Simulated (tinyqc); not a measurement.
From results back to parameters: donor level screened by free carriers (Yukawa potential). Five cases, with inputs chosen for the exercise.

Problem. With Debye screening alone, ks^2 = 4 pi q n/(eps kB T), 1e18/cm^3 = 1e-6/angstrom^3. The converged binding was computed from a hidden density.

Potential -(q/(eps r)) exp(-ks r), q = e^2/(4 pi eps0). In units Ry* = Ry m/eps^2 and a* = a0 eps/m the problem is [-Laplacian - 2 exp(-x r)/r] psi = E psi with x = ks a*.

Converged values use 18 functions exp(-z r), z = 1.55^i, i = -11 to 6: S = 2/A^3, H = z_i z_j S - 2/(A + x)^2, A = z_i + z_j.

Constants: e^2/(4 pi eps0) = 14.39964547 eV angstrom; kB = 8.617333262e-05 eV/K.

Case 1.

Values chosen (out of a larger set: near those of a donor in Si, with one mean mass; not measured data): eps = 11.5 (dielectric constant); T = 77 K (temperature).

Ry* = 30.966 meV
a* = 20.22 angstrom
binding = 14.9252 meV

Case 2.

Values chosen (out of a larger set: near those of a donor in Si, with one mean mass; not measured data): eps = 11.8 (dielectric constant); T = 300 K (temperature).

Ry* = 31.757 meV
a* = 19.21 angstrom
binding = 9.0433 meV

Case 3.

Values chosen (out of a larger set: near those of a donor in GaAs, with one mean mass; not measured data): eps = 12.9 (dielectric constant); T = 200 K (temperature).

Ry* = 5.233 meV
a* = 106.66 angstrom
binding = 2.0292 meV

Case 4.

Values chosen (out of a larger set: near those of a donor in Si, with one mean mass; not measured data): eps = 11.8 (dielectric constant); T = 200 K (temperature).

Ry* = 29.998 meV
a* = 20.34 angstrom
binding = 11.6739 meV

Case 5.

Values chosen (out of a larger set: near those of a donor in GaN, with one mean mass; not measured data): eps = 9.7 (dielectric constant); T = 300 K (temperature).

Ry* = 28.053 meV
a* = 26.46 angstrom
binding = 4.1559 meV

Find: x; n.

Solution. The binding in Ry* falls steadily with x, so bisection gives x; then n = (x/a*)^2 eps kB T/(4 pi q).

Case 1.

x = 0.327
n = 0.11 x 1e18/cm^3

Case 2.

x = 0.513
n = 1.2 x 1e18/cm^3

Case 3.

x = 0.408
n = 0.018 x 1e18/cm^3

Case 4.

x = 0.407
n = 0.45 x 1e18/cm^3

Case 5.

x = 0.693
n = 0.95 x 1e18/cm^3

Computed by tinyqc, one run a case: `OMP_NUM_THREADS=1 python tinyqc.py N N+1 out.jsonl` with N = 1280117, 1280174, 1280186, 1280209, 1280268; one thread of a shared Intel(R) Xeon(R) Processor @ 2.30GHz, about 0.03 s a run at most.
